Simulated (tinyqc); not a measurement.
Nanosheet or nanowire with hard walls, valleys of the Ge type, step by step. Values are carried at full precision from step to step, so a last printed digit may differ when a step is redone from the rounded ones.

Four ellipsoidal valleys along <111>: inverse mass tensor w = 1/mt + (1/ml - 1/mt) a a^T with a the unit axis. Device axes: x along the channel, z = [001], y = z x x. The Gamma and Delta valleys are left out; the heavy Delta valleys, about 0.18 eV up, lie lowest once the L levels pass about 0.2 eV.

Constants: hbar^2/2m0 = 3.80998211 eV angstrom^2; hbar = 6.58211957e-16 eV s; e^2/h = 3.874045865e-05 S; kB = 8.617333262e-05 eV/K.

Parameters, chosen for this exercise (near those of Ge; the results hold for these values, not for the real material):
- ml = 1.561 m0 (longitudinal mass)
- mt = 0.082 m0 (transverse mass)
- channel = 110 (transport direction x on a (001) wafer)
- W = 100 angstrom (width, along y)
- H = 54 angstrom (height, along z = [001])
- dE = 0.118 eV (EF above the lowest subband edge)
- T = 77 K (temperature)
- g_all = 4 (number of valleys)

## Valley masses for a [110] channel

Rotate w into the device axes and group equal valleys (|w_yz| counts); order by w_zz, then w_yy. 1/m_x = w_xx - w_xc w_c^-1 w_cx with c the block (y, z).

Valleys:
```
group  valleys g     w_yy    w_zz  |w_yz|  m_x (m0)
A              2   4.4921  8.3436  5.4468    0.0820
B              2  12.1951  8.3436  0.0000    1.0680
```

The lightest transport mass, 0.082 m0, belongs to group A.

## One-dimensional subbands

Hard walls around a W x H rectangle. The block w_c of w in (y, z) confines; the transport mass follows from 1/m_x = w_xx - w_xc w_c^-1 w_cx. The cross-section problem c (w_yy ky^2 + 2 w_yz ky kz + w_zz kz^2), c = hbar^2/2m0, is solved in products sin(n pi y/W) sin(l pi z/H), n, l = 1 to 12; if w_yz = 0 the levels are c pi^2 (w_yy n^2/W^2 + w_zz l^2/H^2). The w_yz term couples (n, l) to (n', l') by -2 c w_yz D_nn'(W) D_ll'(H) with D_nm(L) = 4 n m/(L (n^2 - m^2)) for n + m odd and 0 otherwise.

The ten lowest levels of all groups together, numbered within each group.

Subbands:
```
label  valleys g  m_x (m0)  E (eV)
A1             2    0.0820  0.1127
A2             2    0.0820  0.1278
A3             2    0.0820  0.1524
B1             2    1.0680  0.1535
A4             2    0.0820  0.1851
A5             2    0.0820  0.2243
A6             2    0.0820  0.2680
B2             2    1.0680  0.2910
A7             2    0.0820  0.3151
A8             2    0.0820  0.3661
```

The lowest subband is A1; the number of further ones in the list within kB T = 6.6 meV of it at 77 K is 0.

## Modes, density and velocity at zero temperature

With EF = E_lowest + dE, each subband below EF has k_F = sqrt(m_x (EF - E)/c), carries n = 2 g k_F/pi electrons per length (spin included), moves at v = 2 c k_F/(hbar m_x) and adds 2 g e^2/h to the ballistic conductance; c = hbar^2/2m0, 1 angstrom/s = 1e-8 cm/s.

Occupied subbands:
```
label  k_F (1/angstrom)  n (1/nm)  v (1e7 cm/s)
A1               0.0504     0.642          7.11
A2               0.0471     0.599          6.64
A3               0.0411     0.523          5.80
B1               0.1472     1.874          1.60
A4               0.0313     0.399          4.42
A5               0.0117     0.149          1.65
```

total n = 4.185 1/nm
ballistic conductance = 929.8 microsiemens

EF lies below the last listed level, so the count is complete for these valleys (other families, and non-parabolicity above about 0.2 eV, are left out): 6 subbands with 12 valley modes. The Fermi velocity, averaged with the densities as weights, is 3.96 x 1e7 cm/s; the mean over all filled states moving one way is half of it.

## Threshold shift from confinement

Without degeneracy the line density is N1 exp((EF - Ec)/kB T) with N1 = sum 2 g sqrt(m_x kB T/(4 pi c)) exp(-E/kB T), here over n, l up to 80 where w_yz = 0 and over all levels of a 12 x 12 sine basis otherwise; the classical value is W H Nc with Nc = 2 g_all (m_dos kB T/(4 pi c))^(3/2), m_dos = (ml mt^2)^(1/3); dVt = kB T ln(W H Nc/N1).

Form N1, W H Nc and dVt.

N1 = 6.304e-09 1/nm
W H Nc = 0.07221 1/nm
dVt = 107.8 mV

## Checks

- Lowest level of group A on a 40 x 40 difference grid against the sine basis, eV: both 0.113.

Run: tinyqc, `OMP_NUM_THREADS=1 python tinyqc.py 1281715 1281716 out.jsonl`; Intel(R) Xeon(R) Processor @ 2.30GHz, one thread, shared host; about 0.2 s of CPU time with all checks.
